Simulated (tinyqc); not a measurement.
## Depth and level of a trap from the time ratio

Question. For an oxide trap tc/te = exp(E/Vt) with E = E0 - dpsi - (xt/tox)(Vg - VT - dpsi), dpsi being the rise of the surface potential above its value at threshold. Find xt and E0, and the depth that would be read if dpsi were ignored.

Inputs (values chosen for the exercise): temperature T = 300 K; insulator thickness tox = 2.4 nm.

Constants: q = 1.602176634e-19 C, kB = 1.380649e-23 J/K, Vt = kB T/q. Results are converted to the units shown.

Vg - VT (V): 0.08  0.23
tc/te: 2.8350652  0.13283122
dpsi (V): 0.033818065  0.062320248

Answer. E + dpsi is a straight line in the oxide voltage Vg - VT - dpsi with slope -xt/tox and intercept E0. Ignoring dpsi assigns the motion of the bands to the trap and overstates its depth.

xt = 1.000 nm
E0 = 0.08000 eV
depth read without dpsi = 1.266 nm

tinyqc, about 0.01 s, one thread, Intel Xeon 2.30GHz (shared host): `OMP_NUM_THREADS=1 python tinyqc.py 2710108 2710109 out.jsonl`
